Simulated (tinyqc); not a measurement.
Temperature: two-band k.p model of the X valleys of a zinc-blende crystal.

k along the valley axis, counted from X, c = hbar^2/2m0, e = c k^2/ml. H = [[e - D/2, i P k], [-i P k, e + D/2]] with P^2 = D0 c/ml, so E = e -/+ sqrt(D^2/4 + D0 e). For D = 0 (diamond lattice) the bands cross at X.

With x = D/D0: for x < 1 the minima lie at k_m = sqrt(ml D0 (1 - x^2)/(4 c)), the hump at X has the height dE = (D0/4)(1 - x)^2 and the mass at the minimum is ml/(1 - x^2); the mass at X is ml/(1 - 1/x), negative for x < 1. For x > 1 the minimum is at X.

Thermal masses along the axis for one X point, lower band, E from the minimum, on 1601 points from -0.8 to 0.8 1/angstrom: density-of-states mass m_d = c I^2/(pi kT), I = integral of exp(-E/kT) dk; conductivity mass m_c = 2 c kT/<(dE/dk)^2> with central differences.

Constants: hbar^2/2m0 = 3.80998211 eV angstrom^2; kB = 8.617333262e-05 eV/K.

Values chosen for the exercise (out of a larger set: of the order of those of AlAs; not measured data): D = 0.372 eV (splitting of the two conduction levels at X); D0 = 0.153 eV (coupling energy); ml = 0.631 m0 (mass along the axis from remote bands).

Thermal masses against T.

Results:

| T (K) | kT (meV) | m_d | m_c |
|---|---|---|---|
| 10 | 0.86 | 1.070 | 1.068 |
| 20 | 1.72 | 1.068 | 1.065 |
| 50 | 4.31 | 1.063 | 1.055 |
| 100 | 8.62 | 1.056 | 1.041 |
| 200 | 17.23 | 1.042 | 1.017 |
| 500 | 43.09 | 1.012 | 0.969 |

Give the missing row, T (K) = 300.

Computed row:
```
T (K)  kT (meV)    m_d    m_c
300       25.85  1.031  0.998
```

m_d goes from 1.070 to 1.012 and m_c goes from 1.068 to 0.969. Both start from the edge mass 1.072 and tend to ml = 0.631 for kT far above D0. 

Program tinyqc; command `OMP_NUM_THREADS=1 python tinyqc.py 1881123 1881124 out.jsonl`; about 0.01 s on one thread of a shared Intel(R) Xeon(R) Processor @ 2.30GHz.
